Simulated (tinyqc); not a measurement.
# Doping and barrier from two capacitances

Problem. A Schottky diode on a uniformly doped n-type layer obeys (A/C)^2 = 2 (Vbi - V - Vt)/(q eps0 eps_r Nd) in reverse bias, with phiB = Vbi + Vt ln(Nc/Nd) and image force ignored. Find Nd, Vbi and phiB.

Values chosen for this exercise; band and dielectric values close to those of silicon: temperature T = 350 K; relative permittivity eps_r = 11.9; conduction-band density of states at T Nc = 3.55e19 cm^-3; diode area A = 0.00021 cm^2.

Constants: q = 1.602176634e-19 C, kB = 1.380649e-23 J/K, Vt = kB T/q, eps0 = 8.8541878128e-14 F/cm where lengths are in cm. Results are converted to the units shown.

C at V = -0.6 and -2.8 V (pF): 51.862964  31.291883

Solution. The slope of (A/C)^2 against -V gives Nd, the intercept Vbi - Vt, and the Fermi-level depth Vt ln(Nc/Nd) is added for the barrier.

Nd = 9.100e17 cm^-3
Vbi = 0.6895 V
phiB = 0.8000 eV

Numbers from tinyqc (`OMP_NUM_THREADS=1 python tinyqc.py 2020102 2020103 out.jsonl`; about 0.04 s on one thread of a shared Intel Xeon 2.30GHz).
